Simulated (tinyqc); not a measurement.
## MOS inversion layer, Poisson-Schroedinger loop: mixing schemes compared

Electrons confined at an insulator interface at z = 0, treated as a hard wall; parabolic valleys, Hartree approximation, no image or exchange terms. The depletion charge lies far deeper than the electrons and gives a uniform field q Nd/(eps0 eps_r); the gate balances all charge. Energies are counted from the band edge at the interface.

V0 = q Nd z/(eps0 eps_r) in eV.

Tridiagonal Hamiltonian with psi = 0 one step beyond both ends: H_ii = C (1/m_(i-1/2) + 1/m_(i+1/2))/hz^2 + V0_i + U_i, H_(i,i+1) = -C/(m_(i+1/2) hz^2), C = hbar^2/(2 m0). The lowest 2 level(s) are kept, normalised to hz sum |psi|^2 = 1. The mass is the same on all intervals.

Level k holds N_k = D_k Vt ln(1 + exp((EF - E_k)/Vt)) with D = md1 m0 q/(pi hbar^2) per eV (spin included); EF is fixed by sum N_k = Ns.

n_i = sum_k N_k |psi_k|^2 (converted to cm^-3). Hartree part by Gauss: on the interval before node i the electrons still beyond are S_i = Ns - hz sum_(j<i) n_j, and U_i = U_(i-1) + q S_i hz/(eps0 eps_r) in eV, U_0 = 0 at the interface. Mixing: U(new) = U + a (U(out) - U).

Rounds from U = 0 until the largest |U(out) - U| is below 1e-7 eV (the round that meets it is counted). Anderson mixing of depth m keeps the last m inputs V and residuals F = V(out) - V(in), fits c by least squares to F = dF c over their successive differences dF, dV, and sets V(new) = V + a F - (dV + a dF) c.

Parameters, values chosen for the exercise; masses and permittivity close to those of gallium nitride: temperature T = 300 K; relative permittivity eps_r = 9.47; mass along z of valley set A (1 valley(s)) mz1 = 0.203 m0; in-plane density-of-states mass of set A md1 = 0.198 m0; sheet density of electrons Ns = 1.2e13 cm^-2; sheet density of depletion charge Nd = 2e12 cm^-2; mesh step hz = 0.6 nm.

Constants: q = 1.602176634e-19 C, kB = 1.380649e-23 J/K, hbar = 1.054571817e-34 J s, m0 = 9.1093837015e-31 kg, Vt = kB T/q, eps0 = 8.8541878128e-14 F/cm where lengths are in cm, hbar^2/(2 m0) = 0.0380998212 eV nm^2. Results are converted to the units shown.

| node | z (nm) |
|---|---|
| 1 | 0.6 |
| 2 | 1.2 |
| 3 | 1.8 |
| 4 | 2.4 |
| 5 | 3 |
| 6 | 3.6 |
| 7 | 4.2 |
| 8 | 4.8 |
| 9 | 5.4 |
| 10 | 6 |
| 11 | 6.6 |
| 12 | 7.2 |
| 13 | 7.8 |
| 14 | 8.4 |
| 15 | 9 |
| 16 | 9.6 |

Rounds needed:

| a | depth m | rounds |
|---|---|---|
| 1 | plain | 73 |
| 0.8 | plain | 20 |
| 0.6 | plain | 17 |
| 0.4 | plain | 30 |
| 0.2 | plain | 66 |
| 0.1 | plain | 139 |
| 0.5 | 2 | 15 |
| 0.5 | 4 | 11 |
| 0.5 | 8 | 10 |

What does the comparison show?

Among the plain runs a = 0.6 is fastest, with 17 rounds; larger factors overshoot and smaller ones creep. Anderson mixing needs 10 to 15 rounds.

Program tinyqc, `OMP_NUM_THREADS=1 python tinyqc.py 2160079 2160080 out.jsonl`; Intel Xeon 2.30GHz, shared host, one thread, about 0.5 s.
